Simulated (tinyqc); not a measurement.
Central-cell correction: shallow acceptor in the spherical four-band model.

The ground state 1S3/2 has an L = 0 part f(r) and an L = 2 part g(r). In units of Ry* and a*, with Gaussians f_i = exp(-a_i r^2), g_i = r^2 exp(-a_i r^2), A = a_i + a_j and I(n) = Gamma((n + 1)/2)/(2 A^((n + 1)/2)): S_ff = I(2), S_gg = I(6), H_ff = (6 a_i a_j/A) I(2) - 2 I(1), H_gg = (14 a_i a_j/A) I(6) - 2 I(5), H_fg = -mu [15 I(2) - 20 a_j I(4) + 4 a_j^2 I(6)]; each function is then normalised. The split-off band is left out.

Converged values use 22 exponents 2.2^i, i = -7 to 14, for f and for g.

Inputs chosen for the exercise (out of a larger set: near those of a shallow acceptor in Si, where the small spin-orbit splitting and strong warping make this model rough; not measured data): rc = 1.8 angstrom (radius of the central cell); Vs = (2, 0, -0.5, -1.5, -2.5, -3.5) eV (central-cell strengths).

mu = 0.47400
Ry* = 22.8838 meV
a* = 26.663 angstrom

A short-range term V exp(-r^2/rc^2) is added (negative: attracts the hole); its elements are V S (A/(A + 1/rc^2))^(3/2) for f and ^(7/2) for g, in the same units.

Results:
```
V (eV),1S binding (meV),2S binding (meV),<r> (angstrom),L = 2 weight
2.0,27.3,7.68,34.7,0.097
0.0,28.8,7.88,32.9,0.098
-0.5,29.3,7.94,32.3,0.099
-2.5,32.4,8.30,29.3,0.101
-3.5,35.0,8.58,27.2,0.103
```

Give the missing row, V (eV) = -1.5.

Computed row:
```
V (eV)  1S binding (meV)  2S binding (meV)  <r> (angstrom)  L = 2 weight
-1.5                30.6              8.10            31.0         0.100
```

From V = 0 to -3.5 eV the 1S binding grows by 6.2 meV (21 %) and the 2S binding by 0.71 meV, so the chemical shift sits mainly in the ground state. A repulsion of 2 eV removes 1.5 meV. The slope is 2.58 meV per eV over the last step against 0.76 on the repulsive side, since attraction pulls the state into the cell; over this range the level stays shallow.

Program tinyqc; command `OMP_NUM_THREADS=1 python tinyqc.py 1280572 1280573 out.jsonl`; about 0.03 s on one thread of a shared Intel(R) Xeon(R) Processor @ 2.30GHz.
